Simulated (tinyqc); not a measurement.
Short-channel transistor, virtual-source model with series resistance: two steps of the calculation.

The current per gate width is the charge at the top of the source barrier (the virtual source) times its velocity times a saturation function; al and be are fitting constants of the model. Units: I in uA/um, Rs in ohm um, so I Rs = 1e-6 I Rs in volts; Q in uC/cm^2, so I = 1e-4 Q vx0 Fsat with vx0 in cm/s.

Parameters, values chosen for the exercise:
- T = 400 K (temperature)
- Cinv = 3.86 uF/cm^2 (inversion capacitance)
- vx0 = 8.03e6 cm/s (velocity at the virtual source)
- mu = 87 cm^2/(V s) (apparent mobility)
- L = 25 nm (channel length)
- VT0 = 0.42 V (threshold at zero drain voltage)
- dl = 0.157 V/V (drain-induced barrier lowering)
- n0 = 1.6 (subthreshold factor)
- nd = 0.05 1/V (growth of n with drain voltage)
- al = 3.5 (threshold shift (in units of Vt) from weak to strong inversion)
- be = 1.8 (sharpness of saturation)
- Rs = 30 ohm um (series resistance of each contact)
- Vgs = 0.88 V (gate voltage)
- Vds = 0.45 V (drain voltage)

Constants: q = 1.602176634e-19 C, kB = 1.380649e-23 J/K, Vt = kB T/q. Results are converted to the units shown.

Question 1. Current through the series resistance. Intrinsic voltages Vg' = Vgs - I Rs, Vd' = Vds - 2 I Rs. n = n0 + nd Vd', VT = VT0 - dl Vd', Ff = 1/(1 + exp((Vg' - VT + al Vt/2)/(al Vt))), Q = Cinv n Vt ln(1 + exp((Vg' - VT + al Vt Ff)/(n Vt))), Vdsat = (vx0 L/mu)(1 - Ff) + Vt Ff, Fsat = u/(1 + u^be)^(1/be) with u = Vd'/Vdsat, and I(out) = Q vx0 Fsat per width. (Fsat takes the sign of u.) I(new) = I(out).

I at the start = 0 uA/um

Find: Vg'; Vd'; VT; Ff; Q; Vdsat; Fsat; I(out); I after iteration 1.

Answer 1.

Vg' = 0.88000 V
Vd' = 0.45000 V
VT = 0.34935 V
Ff = 0.0074024
Q = 2.0518 uC/cm^2
Vdsat = 0.22929 V
Fsat = 0.86543
I(out) = 1425.9 uA/um
I after iteration 1 = 1425.9 uA/um

Question 2. What the series resistance costs. n = n0 + nd Vd', VT = VT0 - dl Vd', Ff = 1/(1 + exp((Vg' - VT + al Vt/2)/(al Vt))), Q = Cinv n Vt ln(1 + exp((Vg' - VT + al Vt Ff)/(n Vt))), Vdsat = (vx0 L/mu)(1 - Ff) + Vt Ff, Fsat = u/(1 + u^be)^(1/be) with u = Vd'/Vdsat, and I = Q vx0 Fsat per width. I0 is the current for Rs = 0. Effective velocity I/Q; transit time L Q/I.

converged I = 1238.0195 uA/um
I0 = 1425.8663 uA/um

Find: loss against I0; effective velocity; transit time.

Answer 2.

loss against I0 = 13.174 %
effective velocity = 6.6378e6 cm/s
transit time = 0.37663 ps

The carriers leave the virtual source at 82.7 % of vx0.

Computed by the program tinyqc: `OMP_NUM_THREADS=1 python tinyqc.py 2380092 2380093 out.jsonl`, one thread of a shared Intel Xeon 2.30GHz, about 0.01 s for the whole run.
